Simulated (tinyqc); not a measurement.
# One-diode model of a solar cell, step by step

Computed by the program tinyqc: `OMP_NUM_THREADS=1 python tinyqc.py 2280029 2280030 out.jsonl`, one thread of a shared Intel Xeon 2.30GHz, about 0.01 s for the whole run. Printed values are rounded.

J is the current delivered and Vj = V + J Rs the junction voltage. J = X JL - J01 (exp(Vj/(n1 Vt)) - 1) - Vj/Rp. The photocurrent does not depend on voltage.

Inputs (values chosen for the exercise); values of the order met in cells of gallium arsenide: temperature T = 298.15 K; photocurrent at one sun JL = 29.5 mA/cm^2; concentration X = 1 suns; saturation current of the diode J01 = 1.9e-12 A/cm^2; ideality factor of the diode n1 = 1.66; series resistance Rs = 0 ohm cm^2; shunt resistance Rp = 1e5 ohm cm^2; incident power at one sun Pin = 100 mW/cm^2.

Constants: q = 1.602176634e-19 C, kB = 1.380649e-23 J/K, Vt = kB T/q. Results are converted to the units shown.

## Starting value

Vj = 0.9 V.

Vj at the start = 0.9 V

## Iteration 1: new Vj

Maximum power: dP/dVj = f = J (1 + 2 Rs G) - G Vj = 0. G = -dJ/dVj = J01 exp(Vj/(n1 Vt))/(n1 Vt) + 1/Rp. H = dG/dVj; f' = -2 G - 2 Rs G^2 + (2 Rs J - Vj) H; Vj(new) = Vj - f/f'.

J = 26.7158 mA/cm^2
G = 0.0650807 S/cm^2
H = 1.52570 S/(cm^2 V)
f = -31.8569 mA/cm^2
f' = -1.50329 S/cm^2
Vj after iteration 1 = 0.878809 V

## Iteration 2: new Vj

As before.

J = 27.8027 mA/cm^2
G = 0.0396011 S/cm^2
H = 0.928285 S/(cm^2 V)
f = -6.99908 mA/cm^2
f' = -0.894987 S/cm^2
Vj after iteration 2 = 0.870988 V

## Iteration 3: new Vj

As before.

J = 28.0856 mA/cm^2
G = 0.0329682 S/cm^2
H = 0.772767 S/(cm^2 V)
f = -0.629325 mA/cm^2
f' = -0.739007 S/cm^2
Vj after iteration 3 = 0.870137 V

## Course of the iteration

Stop when the step is below 1e-10 V, or after 60 iterations.

Course of the iteration:

| iteration | Vj before the step (V) | step (V) |
|---|---|---|
| 1 | 0.9 | -0.0212 |
| 2 | 0.878809 | -7.82e-3 |
| 3 | 0.870988 | -8.52e-4 |
| 4 | 0.870137 | -9.01e-6 |
| 5 | 0.870128 | -9.93e-10 |
| 6 | 0.870128 | 0 |

Converged in 6 iterations.

## Figures of merit

Jsc at V = 0, Voc at J = 0, the maximum power point where J (1 + 2 Rs G) = G Vj with G = -dJ/dVj; FF = Vmp Jmp/(Voc Jsc); efficiency Vmp Jmp/(X Pin). Empirical fill factor without parasitics FF0 = (v - ln(v + 0.72))/(v + 1), v = Voc/(n1 Vt).

Jsc = 29.5 mA/cm^2
Voc = 1.00079 V
Vmp = 0.870128 V
Jmp = 28.1137 mA/cm^2
FF = 0.828580
efficiency = 24.4625 %
FF0 = 0.828912

FF is 0.040 % below FF0. Removing one loss at a time changes the efficiency by: shunt +0.01 points.
